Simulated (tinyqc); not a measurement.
What each parameter does: BHZ model on a square lattice (one spin block).

h(k) = e0 + d.s with s the Pauli matrices in the basis (E, H), k in units of 1/a: dx = (A/a) sin kx, dy = (A/a) sin ky, dz = M - (2B/a^2)(2 - cos kx - cos ky), e0 = -(2D/a^2)(2 - cos kx - cos ky). The other spin block is h*(-k). For small k this is the continuum model with dz = M - B k^2.

Inputs chosen for the exercise (of the size used for InAs / GaSb double wells; the results hold for these values, not for the real material):

| symbol | value | unit | meaning |
|---|---|---|---|
| A | 0.65 | eV angstrom |  |
| B | -77.8 | eV angstrom^2 |  |
| D | -23.2 | eV angstrom^2 |  |
| M | -0.0199 | eV | mass term |
| a | 20 | angstrom | grid spacing |
| k | (0.59, 0.4) | 1/a | wave vector |

Levels at k and dz there.

One parameter was then changed.

Results before and after:

| case | lower (meV) | upper (meV) | dz (meV) |
|---|---|---|---|
| base | -50.921 | 108.457 | 76.571 |
| changed | -39.328 | 86.878 | 59.828 |

Which of these changes was made? (a) D = -18.56 eV angstrom^2; (b) M = -0.0149 eV; (c) a = 22 angstrom; (d) A = 0.715 eV angstrom; (e) B = -85.58 eV angstrom^2.

Answer: (c) a = 22 angstrom. Of the candidates, run in turn, only this one gives the changed row.

All candidates:

| case | lower (meV) | upper (meV) | dz (meV) |
|---|---|---|---|
| base | -50.921 | 108.457 | 76.571 |
| A = 0.715 eV angstrom | -51.560 | 109.096 | 76.571 |
| B = -85.58 eV angstrom^2 | -60.231 | 117.766 | 86.218 |
| D = -18.56 eV angstrom^2 | -56.675 | 102.703 | 76.571 |
| M = -0.0149 eV | -55.737 | 113.272 | 81.571 |
| a = 22 angstrom | -39.328 | 86.878 | 59.828 |

D shifts both levels alike and leaves the states, so it cannot change the topology while the gap stays open.

Run: tinyqc, `OMP_NUM_THREADS=1 python tinyqc.py 1450893 1450894 out.jsonl`; Intel(R) Xeon(R) Processor @ 2.30GHz, one thread, shared host; about 0.08 s of CPU time with all checks.
